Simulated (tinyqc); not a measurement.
Worked calculation: bond unit of a tetrahedral oxide and its oxygen vacancy in tight binding. Values are carried at full precision from step to step, so a last printed digit may differ when a step is redone from the rounded ones.

Two sp3 hybrids h1, h2 at eh = (es + 3 ep)/4 point at one oxygen with orbitals s, px, py, pz; x joins the two cations, z bisects the angle phi, and th = (180 - phi)/2. With u = hbar^2/(m d^2) = 2c/d^2, c = hbar^2/2m0: Vhs = -(1.32 + sqrt3 x 1.42) u/2 and Vhp = (1.42 + sqrt3 x 2.22) u/2. <h|s> = Vhs for both; <h1|px> = Vhp cos(th), <h2|px> = -Vhp cos(th); <h|pz> = Vhp sin(th) for both; py is a lone pair. The unit holds 8 electrons. Coupling between units, which widens the levels into bands, is left out.

Constants: hbar^2/2m0 = 3.80998211 eV angstrom^2.

Inputs chosen for the exercise (near tabulated values for SiO2; not measured data):
```
symbol  value   unit      meaning
es      -14.79  eV        s level of the cation
ep      -7.68   eV        p level of the cation
eos     -34.06  eV        s level of oxygen
eop     -16.52  eV        p level of oxygen
d       1.62    angstrom  cation-oxygen distance
phi     164     degrees   bond angle at oxygen
R       2.95    angstrom  cation-cation distance across the vacancy
```

## Level and couplings

Form eh, u, Vhs, Vhp and th.

eh (hybrid level) = -9.4575 eV
u = 2.9035 eV

Vhs, Vhp (eV): [-5.4869, 7.6437]

th = 8.0 degrees

## The matrix

Fill it in.

H (eV), rows h1, h2, s, px, py, pz and columns alike:
$$\begin{pmatrix}
-9.4575 & 0 & -5.4869 & 7.5693 & 0 & 1.0638 \\
0 & -9.4575 & -5.4869 & -7.5693 & 0 & 1.0638 \\
-5.4869 & -5.4869 & -34.0600 & 0 & 0 & 0 \\
7.5693 & -7.5693 & 0 & -16.5200 & 0 & 0 \\
0 & 0 & 0 & 0 & -16.5200 & 0 \\
1.0638 & 1.0638 & 0 & 0 & 0 & -16.5200
\end{pmatrix}$$

## Levels, weights and charge

Diagonalise; the four lowest levels are filled. The excess of electrons on oxygen is twice the oxygen weight of the filled levels less 6.

levels (eV): [-36.3118, -24.2608, -16.7306, -16.5200, -6.9951, -1.7167]

weights, rows h1, h2, s, px, py, pz; columns level 1, level 2, level 3, level 4, level 5, level 6:
$$\begin{pmatrix}
0.039 & 0.172 & 0.010 & 0.000 & 0.452 & 0.328 \\
0.039 & 0.172 & 0.010 & 0.000 & 0.452 & 0.328 \\
0.922 & 0.000 & 0.004 & 0.000 & 0.074 & 0.000 \\
0.000 & 0.657 & 0.000 & 0.000 & 0.000 & 0.343 \\
0.000 & 0.000 & 0.000 & 1.000 & 0.000 & 0.000 \\
0.000 & 0.000 & 0.977 & 0.000 & 0.023 & 0.000
\end{pmatrix}$$

highest filled to lowest empty = 9.5249 eV
excess electrons on oxygen = 1.120

The highest filled level is the py orbital of oxygen (100 %) and the lowest empty one is 90 % cation hybrid, even under exchange of the two cations. The spacing is that of an isolated unit and exceeds the gap of the solid.

## The odd block in closed form

The combination (h1 - h2)/sqrt2 couples to px alone, with W2 = sqrt2 Vhp cos(th); W3 = (eh - eop)/2; levels (eh + eop)/2 -/+ sqrt(W2^2 + W3^2); polarity W3/sqrt(W2^2 + W3^2).

W2, W3 (eV): [10.7046, 3.5312]

levels of the odd block (eV): [-24.2608, -1.7167]

polarity = 0.3133

## The neutral oxygen vacancy

Without the oxygen the two hybrids face each other at distance R and couple by -V2, V2 = 3.22 x 2c/R^2, c = hbar^2/2m0: a bond at eh - V2 with two electrons and an antibond at eh + V2. Levels are measured from eop, the lone-pair level that stands for the top of the valence band.

Form V2 and the two levels above eop. R is a chosen distance; in real silica the neutral vacancy relaxes to about 2.5 angstrom.

V2 = 2.8195 eV

levels above eop (eV): bond 4.2430, lone hybrid 7.0625, antibond 9.8820

bond-antibond splitting = 5.6389 eV

The filled bond lies 4.24 eV above the lone pairs, so it can trap a hole; the antibond lies above the lowest empty level of the intact unit (9.52 eV). A lone hybrid, as in a dangling bond, sits at 7.06 eV.

## Checks

- Levels of the odd block against the full matrix: they agree to 1e-10 or better.

tinyqc: `OMP_NUM_THREADS=1 python tinyqc.py 1480894 1480895 out.jsonl`; about 0.01 s, one thread, shared Intel(R) Xeon(R) Processor @ 2.30GHz.
